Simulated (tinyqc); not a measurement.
Ways to converge the cycle: SCF convergence aids in the sto-3g basis, for H4+, spin multiplicity 2. Computed by the program tinyqc with PySCF. UHF with one setting changed at a time; a run stops when the energy changes by less than 1e-09 hartree and the error matrix is below 1e-5. The start is random orbitals. Damping d keeps d of the old density; a shift (hartree) raises the virtual levels; DIIS n extrapolates F over n matrices.

Geometry (angstrom):
```
atom       x       y       z
H     0.0000  0.0000  0.0000
H     0.0000  0.0000  1.0570
H     0.0000  0.0000  2.4090
H     0.0000  0.0000  3.4660
```

lowest solution found by these runs and by PySCF with stability checks = -1.699778 hartree

Largest element of the error matrix X^T (FDS - SDF) X:
```
iteration    plain  damping 0.3  damping 0.6  shift 0.4   DIIS 3   DIIS 8
1          2.5e-01      2.5e-01      2.5e-01    2.5e-01  2.5e-01  2.5e-01
2          1.7e-01      1.6e-01      1.7e-01    2.3e-01  1.7e-01  1.7e-01
3          9.4e-02      1.3e-01      1.4e-01    1.9e-01  9.7e-02  9.7e-02
4          4.4e-02      8.8e-02      1.3e-01    1.3e-01  2.6e-02  2.6e-02
5          2.5e-02      5.8e-02      1.1e-01    8.6e-02  1.3e-02  1.4e-02
6          1.5e-02      3.8e-02      9.0e-02    5.5e-02  4.3e-03  4.2e-03
8          6.3e-03      1.8e-02      6.0e-02    2.4e-02  3.0e-04  3.6e-04
10         3.0e-03      9.5e-03      4.0e-02    1.8e-02  6.1e-05  4.4e-05
14         6.9e-04      3.5e-03      1.8e-02    9.0e-03  3.3e-06        -
20         7.3e-05      8.1e-04      6.8e-03    3.1e-03        -        -
30               -      6.9e-05      1.8e-03    5.1e-04        -        -
45               -            -      2.4e-04    3.5e-05        -        -
60               -            -      3.2e-05          -        -        -
```

How each run ends:
```
run          iterations  E (hartree)                                                        state
plain                27    -1.699778                                                 lowest found
damping 0.3          39    -1.699778                                                 lowest found
damping 0.6         >60    -1.699778  falls steadily but slowly, by a factor of about 0.87 a step
shift 0.4            53    -1.699778                                                 lowest found
DIIS 3               14    -1.699778                                                 lowest found
DIIS 8               13    -1.699778                                                 lowest found
```

What does the comparison show, and why?

5 of 6 runs reach the lowest solution found, in 13 to 53 iterations (fastest: DIIS 8). Not converged: damping 0.6. Plain steps already contract here, so damping only slows them. DIIS 3 and DIIS 8 gain by cancelling the error over several earlier matrices, much as a quasi-Newton step does.
